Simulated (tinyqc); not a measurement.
The gap of an alloy series: thresholds of impact ionisation and Auger recombination from band masses.

Parabolic bands, no phonon. At threshold the three slow carriers share one velocity. With M their total mass and m4 the mass of the fast carrier, the fast carrier has the kinetic energy E_T = G M/(M - m4) and the slow ones together E_a = G m4/(M - m4), the activation energy of the Auger rate. CCCH (fast electron): G = Eg, M = 2 me + mh, m4 = me. CHHS (hole into the split-off band): G = Eg - Dso, M = 2 mh + me, m4 = ms; this form holds for Eg > Dso (below, the process needs about Dso - Eg and is marked by a dash). CHHL (hole into the light band): G = Eg, M = 2 mh + me, m4 = ml. CHHH (fast heavy hole): G = Eg, M = 2 mh + me, m4 = mh.

Non-parabolic fast electron: E (1 + alpha E) = c k^2/me with alpha = (1 - me)^2/Eg; the slow carriers stay parabolic, so E_T = Eg + me E_T (1 + alpha E_T)/M, M = 2 me + mh (the root between Eg and 1.9 Eg).

Constants: kB = 8.617333262e-05 eV/K; hc = 1239.841984 eV nm.

Values chosen for the exercise (near those of InSb, gap at low temperature and not tied to T; not measured data): Eg = 0.232 eV (gap at Gamma to the s-like level); Dso = 0.819 eV (spin-orbit splitting); me = 0.0132 m0 (electron mass at Gamma); mh = 0.4 m0 (heavy-hole mass); ms = 0.106 m0 (split-off mass); ml = 0.0152 m0 (light-hole mass); T = 250 K (temperature).

Eg is varied with me and ml proportional to it; mh, ms and Dso are kept. E_a of three processes; wavelength hc/Eg.

Results:

| Eg (eV) | wavelength (micrometre) | me | CCCH (meV) | CCCH non-parabolic (meV) | CHHS (meV) | CHHL (meV) | log10 exp(-E_a/kT), non-parabolic |
|---|---|---|---|---|---|---|---|
| 0.070 | 17.71 | 0.0040 | 0.7 | 1.4 | - | 0.4 | -0.03 |
| 0.116 | 10.69 | 0.0066 | 1.9 | 3.9 | - | 1.1 | -0.08 |
| 0.174 | 7.13 | 0.0099 | 4.2 | 8.7 | - | 2.5 | -0.18 |
| 0.232 | 5.34 | 0.0132 | 7.4 | 15.6 | - | 4.4 | -0.32 |
| 0.290 | 4.28 | 0.0165 | 11.5 | 24.6 | - | 6.9 | -0.50 |
| 0.464 | 2.67 | 0.0264 | 28.7 | 64.0 | - | 17.7 | -1.29 |

Give the missing row, Eg (eV) = 0.371.

Computed row:
```
Eg (eV)  wavelength (micrometre)      me  CCCH (meV)  CCCH non-parabolic (meV)  CHHS (meV)  CHHL (meV)  log10 exp(-E_a/kT), non-parabolic
0.371                       3.34  0.0211        18.6                      40.5           -        11.3                              -0.82
```

E_a of CCCH goes nearly as Eg^2 (power 1.97 over the table), as both G and me grow; the non-parabolic value goes with the power 2.02, and its Boltzmann factor spans 1.3 decades; rows with E_a far above kT are formal, since phonon-assisted processes and side valleys rule there. All rows have Eg below Dso = 0.819 eV; the nearest is 0.35 eV from the CHHS resonance.

Program tinyqc; command `OMP_NUM_THREADS=1 python tinyqc.py 1880721 1880722 out.jsonl`; about 0.01 s on one thread of a shared Intel(R) Xeon(R) Processor @ 2.30GHz.
